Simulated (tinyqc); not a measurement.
# Worked calculation: metal-interlayer-semiconductor contact, depinning against tunnelling resistance

Numbers from tinyqc (`OMP_NUM_THREADS=1 python tinyqc.py 2270109 2270110 out.jsonl`; about 0.04 s on one thread of a shared Intel Xeon 2.30GHz). Printed values are rounded.

Zero bias, n-type semiconductor. Gap states at the semiconductor surface thin out as exp(-be ti), which unpins the barrier; electrons must then cross the interlayer (a rectangular barrier, no voltage drop across it) and the parabolic depleted layer, both by WKB. Energies E are counted from the Fermi level; no image force, parabolic bands.

Parameters, values chosen for the exercise; semiconductor values close to those of gallium nitride; interlayer mass of the order of that in strontium titanate, offset chosen freely: temperature T = 300 K; band gap Eg = 3.43 eV; relative permittivity eps_r = 9.88; electron affinity chi = 4.06 eV; conduction-band density of states at T Nc = 2.3e18 cm^-3; tunnelling mass in the semiconductor mt = 0.197 m0; Richardson mass mA = 0.206 m0; donor density Nd = 4.1e19 cm^-3; charge-neutrality level above the valence band E0 = 2.2 eV; pinning factor without interlayer S0 = 0.6; metal work function phiM = 4.4 eV; interlayer thickness ti = 0.7 nm; conduction-band offset of the interlayer above the semiconductor dE = 0.21 eV; tunnelling mass in the interlayer mi = 0.61 m0; decay constant of gap states through the interlayer be = 5 1/nm.

Constants: q = 1.602176634e-19 C, kB = 1.380649e-23 J/K, eps0 = 8.8541878128e-12 F/m, hbar = 1.054571817e-34 J s, h = 6.62607015e-34 J s, m0 = 9.1093837015e-31 kg, Vt = kB T/q, hbar^2/(2 m0) = 0.0380998212 eV nm^2. Results are converted to the units shown.

## Pinning, barrier and scales

S = 1/(1 + (1/S0 - 1) exp(-be ti)); phiB = S (phiM - chi) + (1 - S)(Eg - E0); xi = Ec - EF deep inside, from Nd = Nc F(-xi/Vt), F(x) = (2/sqrt(pi)) int_0^infinity sqrt(u) du/(1 + exp(u - x)); band bending U = phiB - xi; E00 = (hbar/2) sqrt(Nd/(eps0 eps_r mt m0)) in volts; A = 4 pi q mA m0 kB^2/h^3.

S = 0.980266
phiB = 0.357564 eV
xi = -0.210641 eV
U = 0.568204 eV
E00 = 0.0852134 eV
A = 24.7557 A/(cm^2 K^2)

The interlayer moves the barrier from 0.696 eV to 0.358 eV; the unpinned limit is phiM - chi = 0.340 eV. E00/Vt = 3.30: by the usual rule of thumb (0.5 to 5) thermionic-field emission.

## Exponents and integrand on an energy grid

| point | E (eV) |
|---|---|
| 0 | -0.21 |
| 1 | -0.16667 |
| 2 | -0.12333 |
| 3 | -0.08 |
| 4 | -0.03667 |
| 5 | 0.00667 |
| 6 | 0.05 |
| 7 | 0.09333 |
| 8 | 0.13667 |
| 9 | 0.18 |
| 10 | 0.22333 |
| 11 | 0.26667 |
| 12 | 0.31 |

With U = phiB - xi: for xi < E < phiB, y = (E - xi)/U and G1 = (U/E00) [sqrt(1 - y) - y ln((1 + sqrt(1 - y))/sqrt(y))], G1 = 0 above phiB; G2 = 2 ti sqrt(mi max(phiB + dE - E, 0)/C), C = hbar^2/(2 m0); f = 1/(1 + exp(E/Vt)); integrand exp(-G1 - G2) f.

| point | G1 | G2 | f | integrand (1e-4) |
|---|---|---|---|---|
| 0 | 6.63354 | 4.93969 | 0.999703 | 0.09412 |
| 1 | 5.39722 | 4.80008 | 0.998417 | 0.37212 |
| 2 | 4.50644 | 4.65626 | 0.991596 | 1.03998 |
| 3 | 3.75882 | 4.50788 | 0.956667 | 2.45797 |
| 4 | 3.10893 | 4.35446 | 0.805097 | 4.61894 |
| 5 | 2.53562 | 4.19538 | 0.435854 | 5.20122 |
| 6 | 2.02732 | 4.03008 | 0.126299 | 2.95602 |
| 7 | 1.57669 | 3.85769 | 0.0263351 | 1.14924 |
| 8 | 1.17930 | 3.67719 | 0.00503331 | 0.39148 |
| 9 | 0.83302 | 3.48741 | 9.45632e-4 | 0.12571 |
| 10 | 0.53737 | 3.28668 | 1.77070e-4 | 0.03867 |
| 11 | 0.29420 | 3.07283 | 3.31228e-5 | 0.01142 |
| 12 | 0.10953 | 2.84298 | 6.19764e-6 | 0.00324 |

## Contact resistivity

1/rho_c = (A T^2/Vt^2) I, with I the trapezoid sum of the integrand over the grid.

I = 7.97832e-5 eV
rho_c = 3.7598e-6 ohm cm^2

A fine grid from xi upwards gives rho_c = 3.756e-6 ohm cm^2; the coarse value is 0.10 % above it. The integrand peaks at E = -0.0073 eV, and 0.0030 % of the current flows above phiB. Tunnelling through the interlayer costs a factor of 72.3 at this barrier height; the bare contact (ti = 0) has rho_c = 1.55e-6 ohm cm^2, so with the interlayer rho_c is 2.42 times that.
